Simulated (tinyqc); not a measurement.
Electron-beam lithography: double-Gaussian proximity function, edge placement and dose correction for parallel lines: one step, computed by the program tinyqc. Command: `OMP_NUM_THREADS=1 python tinyqc.py 3112302 3112303 out.jsonl proximity walk`. One thread of a shared host (Intel(R) Xeon(R) Processor @ 2.30GHz), about 0.01 s of CPU time with the checks.

Lines are infinitely long. Absorbed energy is counted so that the middle of a very large area written at dose 1 receives 1; the resist develops where it exceeds 1/2.

Question. Dose correction. Uncorrected edge energies are M 1. Solve M d = 1/2 for the doses d that put the mean edge energy of every line at the threshold.

M:
```
           1          2          3          4          5
1  0.3316790  0.1616962  0.0000349  0.0000705  0.0000013
2  0.0003066  0.4939442  0.0001807  0.0003740  0.0000762
3  0.0000592  0.1620715  0.3314516  0.0006761  0.0001522
4  0.0000577  0.1605825  0.0003258  0.3318020  0.0001545
5  0.0000023  0.0381572  0.0001582  0.0003332  0.3314392
```

Give: edge energies at dose 1; corrected doses; largest over smallest dose.

Answer.

edge energies at dose 1: 1 0.4935, 2 0.4949, 3 0.4944, 4 0.4929, 5 0.3701

corrected doses: 1 1.015, 2 1.010, 3 1.012, 4 1.016, 5 1.391

largest over smallest dose = 1.377
